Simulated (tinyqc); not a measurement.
Worked calculation: order-disorder in a binary alloy on two sublattices: Bragg-Williams and pair (quasi-chemical) approximations. Computed by tinyqc, a small Python program that keeps every step. Command: `OMP_NUM_THREADS=1 python tinyqc.py 3008317 3008318 out.jsonl order walk`. One thread of a shared host (Intel(R) Xeon(R) Processor @ 2.30GHz), about 0.01 s of CPU time with the checks. Intermediate numbers are printed to about 6 digits and carried at full precision; extremes and crossings named in words are read from the listed rows.

All z = 8 neighbours of a site lie on the other sublattice. B fills the sublattices with x + eta/2 and x - eta/2; energies are per site, from the pure components: u = -z w y with y the probability of an A-B bond taken in one order.

Inputs (values chosen for the exercise, for a model alloy): ordering energy w = (e_AA + e_BB)/2 - e_AB = 52.7 meV; fraction x of B = 0.41; temperature T = 1550 K.

Lattice: bcc (B2 order, z = 8). Method: Newton steps.

scattering factors f_A, f_B (electrons): [27, 77]

Constants: k_B = 8.617333262e-05 eV/K.

## Critical temperatures

Bragg-Williams: k_B T_c = 2 z w x (1 - x). Pair approximation at x = 1/2: k_B T_c = w/ln(z/(z - 2)).

T_c, Bragg-Williams = 2366.97 K

T_c, pair approximation at x = 1/2 = 2125.81 K

At x = 1/2 the pair value is 0.869 of the Bragg-Williams one; the ratio tends to 1 as z grows.

## Long-range order, Bragg-Williams

Bragg-Williams: u = -z w [x (1 - x) + eta^2/4]; minimising f gives ln[a (1 - b)/(b (1 - a))] = 2 z w eta/(k_B T) =: ln Q, a = x + eta/2, b = x - eta/2. For given Q this is a quadratic for eta, (Q - 1) eta^2/4 - (Q + 1) eta/2 + (Q - 1) x (1 - x) = 0, smaller root: the map eta -> phi(eta). Newton steps on phi(eta) - eta, with the slope by central differences of 1e-6; start at 0.999 times 2x; stop when |phi - eta| < 1e-10.

Iteration:
```
step       eta  phi(eta)     phi - eta
1     0.819180  0.776116  -4.30640e-02
2     0.762583  0.760643  -1.93943e-03
3     0.759773  0.759768  -5.38283e-06
4     0.759765  0.759765  -4.21565e-11
```

order parameter eta = 0.759765

last residual = 4.21565e-11

Converged: eta is 92.7 % of its largest value 2x.

## Energy, entropy and site fractions

a = x + eta/2, b = x - eta/2; u = -z w [x (1 - x) + eta^2/4]; s/k_B = [s2(a) + s2(b)]/2, s2(c) = -c ln c - (1 - c) ln(1 - c); gain on ordering = f(eta) - f(0), f = u - T s. Superlattice over fundamental intensity = [eta (f_B - f_A)/2]^2/[(1 - x) f_A + x f_B]^2.

B fraction on its own sublattice = 0.789883

B fraction on the A sublattice = 0.0301174

energy u = -162.826 meV/site

entropy s = 0.324631 k_B/site

gain on ordering = -13.7949 meV/site

intensity ratio = 0.159901

A on the B sublattice: 0.2101, of which 0.1800 is forced by composition.

## Short-range order at the Bragg-Williams T_c

Quasi-chemical disordered state, with T here the Bragg-Williams T_c and not the input T: y^2/[(1 - x - y)(x - y)] = exp(2 w/(k_B T)) =: E, so y = 2 x (1 - x)/(1 + r), r = sqrt(1 - 4 x (1 - x)(1 - 1/E)); Warren-Cowley alpha = 1 - y/(x (1 - x)); u = -z w y.

bond probability y = 0.271687

alpha of the disordered state at the Bragg-Williams T_c = -0.123137

energy of the disordered state = -114.543 meV/site

Short-range order already holds 18 % of the full ordering energy z w x^2, counted from the random alloy at -z w x (1 - x); Bragg-Williams puts none there.

## Both approximations at x = 1/2

At x = 1/2 the alloy is an Ising model with K = w/(2 k_B T). Bragg-Williams: eta = tanh(z K eta), neighbour correlation -eta^2. Pair: h = (z - 1) artanh(tanh K tanh h), eta = tanh(z h/(z - 1)), correlation -(tanh K + tanh^2 h)/(1 + tanh K tanh^2 h). T is given in units of the Bragg-Williams T_c at x = 1/2, z w/(2 k_B).

Order and neighbour correlation:
```
T/T_c    T (K)  eta, Bragg-Williams  correlation, Bragg-Williams  eta, pair  correlation, pair
0.30    733.87             0.997414                    -0.994834   0.997340          -0.994718
0.45   1100.80             0.973976                    -0.948629   0.970957          -0.944336
0.55   1345.43             0.935529                    -0.875215   0.922525          -0.858474
0.65   1590.05             0.872065                    -0.760498   0.831708          -0.715218
0.75   1834.67             0.775516                    -0.601426   0.666415          -0.502704
0.85   2079.30             0.629501                    -0.396272   0.289269          -0.208954
0.95   2323.92             0.379485                    -0.144009   0.000000          -0.130825
1.10   2690.86             0.000000                     0.000000   0.000000          -0.113150
1.50   3669.35             0.000000                     0.000000   0.000000          -0.083141
```

The pair approximation loses long-range order between T/T_c = 0.85 and 0.95, at 2126 K, and keeps a correlation of -0.083 in the last row. At its own T_c the correlation is -1/(z - 1) = -0.143, so the fewer the neighbours, the more of the ordering energy is released above T_c.

Checks made by the program: eta against bracketed root finding (relative difference below 1e-10).
